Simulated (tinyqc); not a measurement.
## Surface Green function of a dimerised chain, Sancho-Rubio decimation: end state of the dimerised chain

A semi-infinite lead of cells 0, 1, 2, ... with H0 inside a cell and H1 = <cell i|H|cell i + 1>. Cell A, B with A at the surface; -t1 joins A and B, -t2 joins B to the next A. z = E + i eta.

Start with e_s = e = H0, a = H1, b = H1^dagger. Each round: g = (z - e)^(-1); e_s <- e_s + a g b; e <- e + a g b + b g a; a <- a g a; b <- b g b (all with the old a, b). Round k joins cells 2^k apart. Stop when the largest entry of the matrices a and b is below 1e-12 eV; g_s = (z - e_s)^(-1), bulk (z - e)^(-1), density of states -Im Tr/pi. At E = dl and eta = 0.0001 eV the weight of a bound state on the first A site is -eta Im g_s(A, A).

Inputs (values chosen for the exercise): hopping between cells t2 = 1.9 eV; site energy, +dl on A and -dl on B dl = 0 eV.

End state of the dimerised chain:

| t1 (eV) | half gap sqrt(dl^2 + (t1 - t2)^2) (eV) | weight from g_s | 1 - (t1/t2)^2, or 0 |
|---|---|---|---|
| 0.19 | 1.710 | 0.9900 | 0.9900 |
| 0.57 | 1.330 | 0.9100 | 0.9100 |
| 0.95 | 0.9500 | 0.7500 | 0.7500 |
| 1.33 | 0.5700 | 0.5100 | 0.5100 |
| 1.71 | 0.1900 | 0.1900 | 0.1900 |
| 2.09 | 0.1900 | 1.319e-8 | 0 |
| 2.47 | 0.5700 | 4.015e-9 | 0 |
| 2.85 | 0.9500 | 2.216e-9 | 0 |

Read the table: what changes, and by how much?

For t1 < t2 = 1.9 eV the weak bond comes first and a state is bound to the end at E = dl; its weight on the first site falls from 0.990 to 0.190 over these rows and follows 1 - (t1/t2)^2. For t1 > t2 there is none, and the column holds only a remainder of order eta^2 (2.2e-9 in the last row).

tinyqc, about 0.01 s, one thread, Intel Xeon 2.30GHz (shared host): `OMP_NUM_THREADS=1 python tinyqc.py 2680126 2680127 out.jsonl`
